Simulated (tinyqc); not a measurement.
The sixth-power law: interface roughness in a thin film (subband fluctuation and scattering).

Square well of width t, barriers V0, c = hbar^2/2m0: E1 solves k t + 2 atan[(k/mz)/(kappa/mb)] = pi, k = sqrt(mz E/c), kappa = sqrt(mb (V0 - E)/c). One interface is rough, so the subband edge fluctuates by G dt with G = |dE1/dt| (central difference of 0.01 angstrom; 2 E1/t for hard walls).

Gaussian roughness spectrum S(q) = pi D^2 Lc^2 exp(-q^2 Lc^2/4). Degenerate gas, taken to fill one subband (the second starts to fill once c kF^2/md exceeds E2 - E1, which is not tested here): kF = sqrt(2 pi Ns/gv), q = 2 kF sin(theta/2), 1/tau = (md/(2 pi c hbar)) G^2 times the integral from 0 to pi of S(q)(1 - cos theta)/eps(q)^2 dtheta, eps(q) = 1 + qs/q with screening (qs = gv md q0/(c eps), q0 = e^2/(4 pi eps0), form factors left out, which overstates the screening; other scattering is left out too, so these values lie far above measured mobilities in all but the thinnest films) or 1 without; mobility = tau c2/md with c2 = e/m0 = 1.75882e15 cm^2/(V s^2); 1e12/cm^2 = 1e-4/angstrom^2.

Constants: hbar^2/2m0 = 3.80998211 eV angstrom^2; hbar = 6.58211957e-16 eV s; e^2/(4 pi eps0) = 14.39964547 eV angstrom.

Values chosen for the exercise (near those of a thin InGaAs channel; not measured data):
- mz = 0.044 m0 (confinement mass)
- V0 = 2.06 eV (barrier)
- mb = 0.25 m0 (barrier mass)
- md = 0.045 m0 (mass in the plane)
- gv = 1 (valleys)
- D = 3.5 angstrom (rms height of the roughness)
- Lc = 24 angstrom (correlation length)
- Ns = 1 x 1e12/cm^2 (sheet density)
- eps = 11.4 (mean dielectric constant at the channel)
- ts = (37, 48, 58, 68, 85, 109, 143) angstrom (thicknesses)

Screened mobility against thickness for the finite barrier and for hard walls.

Results:
```
t (angstrom)  E1 (meV)  G (meV/angstrom)  mobility (cm^2/(V s))  the same, hard walls
37               205.2             6.929               1.00e+04                   423
48               146.6             4.069               2.91e+04              2.02e+03
58               113.3             2.720               6.51e+04              6.28e+03
68                90.4             1.919               1.31e+05              1.63e+04
85                65.0             1.157               3.60e+05              6.22e+04
109               44.2             0.644               1.16e+06              2.77e+05
143               28.4             0.330               4.42e+06              1.41e+06
```

How do the results move, and what explains it?

With hard walls G goes as 1/t^3 and the mobility as t^6. With the finite barrier the local exponent is 4.09 at the thin end and 4.91 at the thick end, since the envelope leaks out and softens the dependence. The least value is 1e+04 cm^2/(V s). The gate field, which also presses carriers to the interface, is left out.

Run: tinyqc, `OMP_NUM_THREADS=1 python tinyqc.py 1251540 1251541 out.jsonl`; Intel(R) Xeon(R) Processor @ 2.30GHz, one thread, shared host; about 0.01 s of CPU time with all checks.
